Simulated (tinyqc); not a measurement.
Worked calculation: CCD on RHF in the 6-311g basis, for H-, spin multiplicity 1. The basis has no diffuse functions, so it cannot describe the extra electron: this is an exercise in the method, not the real anion. One step of it, computed by the program tinyqc.

Task: Integrals over molecular orbitals. (pq|rs) = sum C_ip C_jq C_kr C_ls (ij|kl), one index at a time.

coefficients C, order 1H 1s, 1H 2s, 1H 3s:
$$\begin{pmatrix}
0.174977 & 0.085029 & -1.546312 \\
0.174688 & 1.488048 & 1.813980 \\
0.764770 & -1.437421 & -0.756565
\end{pmatrix}$$

core Hamiltonian H = T + V (hartree), order 1H 1s, 1H 2s, 1H 3s:
$$\begin{pmatrix}
0.193252 & -0.511607 & -0.408648 \\
-0.511607 & -0.422143 & -0.397930 \\
-0.408648 & -0.397930 & -0.357384
\end{pmatrix}$$

Two-electron integrals (ij|kl) in chemists' order, unique and non-zero (hartree):
```
(11|11) 1.393035   (21|11) 0.822971   (21|21) 0.509703   (22|11) 0.822904
(22|21) 0.543028   (22|22) 0.644106   (31|11) 0.411256   (31|21) 0.257757
(31|22) 0.279868   (31|31) 0.130794   (32|11) 0.543681   (32|21) 0.365771
(32|22) 0.452669   (32|31) 0.189803   (32|32) 0.325140   (33|11) 0.494021
(33|21) 0.340115   (33|22) 0.445993   (33|31) 0.178035   (33|32) 0.331779
(33|33) 0.361682
```

Give: one-electron integrals over orbitals h = C^T H C; Two-electron integrals over orbitals.

Result:

one-electron integrals over orbitals h = C^T H C (hartree):
$$\begin{pmatrix}
-0.4630 & -0.1315 & 0.0344 \\
-0.1315 & 0.0010 & 0.1483 \\
0.0344 & 0.1483 & 1.8746
\end{pmatrix}$$

Two-electron integrals over orbitals (pq|rs), unique and non-zero (hartree):
```
(11|11) 0.4592    (21|11) 0.1315    (21|21) 0.1028    (22|11) 0.4204
(22|21) 0.1200    (22|22) 0.3964    (31|11) -0.0344   (31|21) -0.0501
(31|22) -0.0504   (31|31) 0.0780    (32|11) -0.0992   (32|21) -0.0849
(32|22) -0.1013   (32|31) 0.0822    (32|32) 0.1063    (33|11) 0.5855
(33|21) 0.2531    (33|22) 0.5548    (33|31) -0.1759   (33|32) -0.2717
(33|33) 1.0262
```
